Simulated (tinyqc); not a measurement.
Tunnelling through a gate dielectric, WKB transmission and Tsu-Esaki current: one step of the calculation.

Electrons leave the emitter at x = 0. Energies E (motion across the layers) are in eV from the emitter Fermi level; the collector Fermi level lies at -V and offers states at every E. No charge in the dielectric and no image force: F1 = V/t1, U = phi1 - F1 x. With C = hbar^2/(2 m0), kappa = sqrt(m (U - E)/C) where U > E and 0 elsewhere; T(E) = exp(-S), S = 2 times the integral of kappa over x.

Question. WKB exponent by the midpoint rule. Cut each layer into nc equal cells, take U and kappa at the cell centres, and sum S = 2 sum kappa h.

Inputs (values chosen for the exercise); dielectric values close to those of silicon dioxide:
```
symbol,value,unit,meaning
phi1,3.17,eV,barrier of layer 1 above the emitter Fermi level at zero bias
m1,0.52,m0,tunnelling mass of layer 1
t1,3.3,nm,thickness of layer 1
V,0.6,V,voltage across the dielectric
E,0.16,eV,energy of the electron followed
nc,9,,cells in each layer
```

Constants: q = 1.602176634e-19 C, hbar = 1.054571817e-34 J s, m0 = 9.1093837015e-31 kg, hbar^2/(2 m0) = 0.0380998212 eV nm^2. Results are converted to the units shown.

Wanted: x; U; kappa; S; T(E).

Answer.

| cell | x (nm) | U (eV) | kappa (1/nm) |
|---|---|---|---|
| 0 | 0.183 | 3.137 | 6.374 |
| 1 | 0.550 | 3.070 | 6.302 |
| 2 | 0.917 | 3.003 | 6.230 |
| 3 | 1.283 | 2.937 | 6.156 |
| 4 | 1.650 | 2.870 | 6.082 |
| 5 | 2.017 | 2.803 | 6.006 |
| 6 | 2.383 | 2.737 | 5.930 |
| 7 | 2.750 | 2.670 | 5.853 |
| 8 | 3.117 | 2.603 | 5.775 |

S = 40.12
T(E) = 3.772e-18

tinyqc, about 0.03 s, one thread, Intel Xeon 2.30GHz (shared host): `OMP_NUM_THREADS=1 python tinyqc.py 2540110 2540111 out.jsonl`
